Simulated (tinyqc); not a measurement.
## Film and buried-oxide thickness from two coupling ratios

Inverse problem. In a depleted film -dVT/dVb is k1 = Cs Cbox/(Cox (Cs + Cbox)) for a front channel and k2 = Cbox (Cox + Cs)/(Cox Cs) for a back channel, with Cox = eps0 eox/tox, Cs = eps0 eps_r/ts, Cbox = 3.9 eps0/tb. Find ts and tb.

Inputs (values chosen for the exercise); band and dielectric values close to those of silicon:

| symbol | value | unit | meaning |
|---|---|---|---|
| eps_r | 11.7 |  | relative permittivity |
| eox | 3.9 |  | relative permittivity of the gate insulator (close to silicon dioxide) |
| tox | 4.1 | nm | insulator thickness |

coupling ratios for a front and a back channel: 0.17826087  0.80666667

Answer. With y = Cox/Cs and z = Cox/Cbox, 1/k1 = y + z and k2 = (1 + y)/z, so y = (k2/k1 - 1)/(1 + k2); the thicknesses follow from y and z.

ts = 24.00 nm
tb = 15.00 nm

tinyqc, about 0.6 s, one thread, Intel Xeon 2.30GHz (shared host): `OMP_NUM_THREADS=1 python tinyqc.py 2190131 2190132 out.jsonl`
